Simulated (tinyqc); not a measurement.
Tersoff bond-order potential: one step, computed by the program tinyqc.

E = (1/2) sum_(i, j != i) [A exp(-lambda r_ij) - b_ij B exp(-mu r_ij)], b_ij = (1 + (beta zeta_ij)^n)^(-1/(2n)), zeta_ij = sum_(k != i, j) g(theta_ijk), g = 1 + c^2/d^2 - c^2/(d^2 + (h - cos theta)^2), with theta at atom i. Only nearest neighbours count (cut-off function 1 for them, 0 beyond).

Task: An open trimer. Atom 1 binds atoms 2 and 3, which do not interact. b_12 = b_13 follow from zeta = g(theta); b_21 = b_31 = 1. E = sum over the two bonds of A exp(-lambda r) - (b + 1)/2 B exp(-mu r).

Inputs (values chosen for the exercise, modelled on germanium):
```
quantity                  value        unit
A                        1782.8          eV
B                        422.96          eV
lambda                   2.4451  1/angstrom
mu                       1.7047  1/angstrom
beta                   8.98e-07           -
n                        0.7534           -
c                        107800           -
d                         15.75           -
h                       -0.4458           -
bond length r_12           2.31    angstrom
bond length r_13           2.43    angstrom
angle theta at atom 1        91     degrees
```

Give: g(theta); bond order b_12; repulsive terms; attractive terms B exp(-mu r); energy of the trimer.

Result:

g(theta) = 34626

bond order b_12 = 0.95421

repulsive terms (eV): 6.2824  4.6849

attractive terms B exp(-mu r) (eV): 8.2435  6.7184

energy of the trimer = -3.6520 eV

g is least (g = 1) at cos theta = h, 116.5 degrees, wider than the tetrahedral 109.47.
